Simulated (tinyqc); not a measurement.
Lattice vibrations of a chain, step by step. One step of it, computed by the program tinyqc.

Question. Dynamical matrix at q = 0.43. q is in units of 2 pi/a. A spring k from atom i to atom j, n cells on, adds k to Phi_ii and Phi_jj, -k exp(2 pi i q n) to Phi_ij and the conjugate to Phi_ji (for one atom a cell: 2k (1 - cos 2 pi q n)); D_ij = Phi_ij / sqrt(m_i m_j).

A chain moving along its axis:
```
atom                mass (u)  spring to the next atom (eV/angstrom^2)
1                  64.800000                                 4.400000
2                  36.900000                                28.500000
3                  92.800000                                25.500000
second neighbours          -                                 2.700000
```

Give: D(q).

Answer.

D(q) (eV/(angstrom^2 u)), lower triangle (Hermitian):
```
                 1                2       3
1           0.5448
2  -0.0400-0.0235i           1.0379
3   0.2627-0.1400i  -0.4453-0.0196i  0.6401
```
